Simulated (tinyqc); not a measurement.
Spin curve: spin coating of a resist or spin-on film: centrifugal thinning, evaporation and the final thickness (Emslie and Meyerhofer models). Computed by tinyqc, a small Python program. Command: `OMP_NUM_THREADS=1 python tinyqc.py 3112738 3112739 out.jsonl spincoat walk`. One thread of a shared host (Intel(R) Xeon(R) Processor @ 2.30GHz), about 0.04 s of CPU time with the checks.

A Newtonian film stays uniform over the wafer; solvent and solids have the same density and the concentration is uniform through the thickness.

Inputs (values chosen for the exercise, of the order of those of a polymer resist in an ester solvent):
```
quantity                                 value          unit
solids volume fraction c0                 0.22             -
kinematic viscosity of the solvent nu_s    2.2        mm^2/s
viscosity constant k                      3700        mm^2/s
viscosity exponent gamma                   2.3             -
spin speed f                              1000           rpm
evaporation rate at 1000 rpm e0           0.53  micrometre/s
starting thickness h0                      100    micrometre
wafer radius R                              50            mm
```

Method:
- omega = 2 pi f/60; nu(c) = nu_s + k c^gamma; evaporation rate e = e0 sqrt(f/1000 rpm).
- Flow constant K = 2 omega^2/(3 nu(c0)); Reynolds number of the air omega R^2/nu_air with nu_air = 15 mm^2/s.
- Meyerhofer estimate: flow rules until (1 - c0) K h^3 = e, then evaporation alone: h_w = (e/((1 - c0) K))^(1/3), dry film c0 h_w.
- Full model for solids s and liquid l per area, h = s + l, c = s/h: ds/dt = -c Q, dl/dt = -(1 - c) Q - e, Q = 2 omega^2 h^3/(3 nu(c)); integrated adaptively (relative tolerance 1e-9) until l = 0.

dry film, estimate = 4858.77 nm

Dry film against speed:
```
f (rpm)  full model (nm)  estimate (nm)  time to dry (s)
500               7529.2         6871.3           80.514
1000              5370.7         4858.8           41.131
1500              4394.9         3967.2           27.613
2000              3809.7         3435.7           20.781
3000              3113.0         2805.2           13.901
4000              2696.9         2429.4           10.443
6000              2202.6         1983.6            6.974
```

What follows from these numbers?

The full thickness goes as f^-0.495; the estimate as (e/omega^2)^(1/3) = f^(-1/2). The time to dry goes as f^-0.98. A thickness window of 1 % allows a speed error of about 2 %.
